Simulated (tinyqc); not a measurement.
# Strained alloy layer of GaSb and GaAs on (001) InP, model-solid band line-up: transition against well width

The layer is x parts of the first compound and 1 - x of the second, grown coherently on the third as substrate and barrier. Rows of the table: lattice constant a, average valence level Ea on an absolute scale, spin-orbit splitting so, gaps at Gamma, X and L, hydrostatic deformation potentials av and ac (Gamma), shear potential b, elastic constants, electron and heavy-hole (along z) masses. All are interpolated linearly in x; gaps get -C x (1 - x), taken wholly in the conduction band; real line-ups can differ from this model by 0.1 eV or more.

In-plane strain e = (a_substrate - a)/a, e_z = -2 (c12/c11) e, volume change 2 e + e_z. With v = 2 e + e_z and d = 2 b (e_z - e): Eav = Ea + av v; E_hh = Eav + so/3 - d/2; E_lh = Eav - so/6 + d/4 + sqrt(so^2 + so d + 9 d^2/4)/2; E_c = Ea + so/3 + EG + ac v (Gamma). Substrate: E_v = Ea + so/3, E_c = E_v + EG. Well depths: dEc = E_c(substrate) - E_c, dEhh = E_hh - E_v(substrate), dElh likewise; strained Gamma gap E_c - max(E_hh, E_lh); positive values confine carriers in the layer. Lowest level of a finite well of width Lw and depth V: kw Lw/2 = arctan(sqrt((mw/mb)(V - E)/E)), kw = sqrt(mw E/C), C = hbar^2/(2 m0), for electrons (dEc) and heavy holes (dEhh), mb from the substrate; transition E_c - E_hh + both levels, without exciton binding; wavelength h c/E.

Inputs (values chosen for the exercise): fraction of the first compound in the layer x = 0.42; bowing of the Gamma gap CG = 1.43 eV; bowing of the X gap CX = 1.2 eV; bowing of the L gap CL = 1.2 eV.

Constants: q = 1.602176634e-19 C, hbar = 1.054571817e-34 J s, h = 6.62607015e-34 J s, m0 = 9.1093837015e-31 kg, c = 299792458 m/s, hbar^2/(2 m0) = 0.0380998212 eV nm^2. Results are converted to the units shown.

Binary compounds, values chosen for the exercise:

|  | close to GaSb | close to GaAs | close to InP |
|---|---|---|---|
| a (angstrom) | 6.096 | 5.653 | 5.869 |
| Ea (eV) | -6.25 | -6.92 | -7.04 |
| so (eV) | 0.771 | 0.34 | 0.11 |
| EG (eV) | 0.73 | 1.43 | 1.34 |
| EX (eV) | 1.04 | 1.91 | 2.16 |
| EL (eV) | 0.818 | 1.7 | 1.93 |
| av (eV) | 0.78 | 1.18 | 1.27 |
| ac (eV) | -6.94 | -7.07 | -4.98 |
| b (eV) | -1.97 | -1.72 | -1.69 |
| c11 (GPa) | 87.8 | 118 | 102 |
| c12 (GPa) | 40.5 | 53.6 | 56.8 |
| me (m0) | 0.0391 | 0.0661 | 0.08 |
| mh (m0) | 0.248 | 0.346 | 0.528 |

Results:

| Lw (nm) | electron level (meV) | heavy-hole level (meV) | transition energy (eV) | wavelength (nm) |
|---|---|---|---|---|
| 1.5 | 49.99 | 161.3 | 0.9721 | 1275 |
| 2.1 | 47.53 | 108.7 | 0.9171 | 1352 |
| 4.3 | 37.11 | 39.67 | 0.8376 | 1480 |
| 6.1 | 29.79 | 22.66 | 0.8133 | 1525 |
| 8.7 | 22.08 | 12.38 | 0.7953 | 1559 |
| 12 | 15.79 | 6.993 | 0.7836 | 1582 |
| 18 | 9.562 | 3.318 | 0.7737 | 1602 |
| 25 | 6.019 | 1.786 | 0.7686 | 1613 |

Estimate the missing row, Lw = 3 nm.

Computed row:

| Lw (nm) | electron level (meV) | heavy-hole level (meV) | transition energy (eV) | wavelength (nm) |
|---|---|---|---|---|
| 3 | 43.28 | 67.58 | 0.8717 | 1422 |

With this row back in the table: The wavelength rises from 1275 to 1613 nm, towards 1630 nm for E_c - E_hh alone. The electron level goes as Lw^(-0.15) in the thinnest wells, where it reaches 94.3 % of the depth dEc = 53.0 meV, and as Lw^(-1.41) in the widest. One monolayer (a/2) more shifts the transition by about -9.8 meV at Lw = 3 nm. For Lw = 25 the layer exceeds hc = 22.5 nm, the single-layer Matthews-Blakeslee thickness for this strain (a capped well tolerates about twice as much).

Computed by the program tinyqc: `OMP_NUM_THREADS=1 python tinyqc.py 2690171 2690172 out.jsonl`, one thread of a shared Intel Xeon 2.30GHz, about 0.01 s for the whole run.
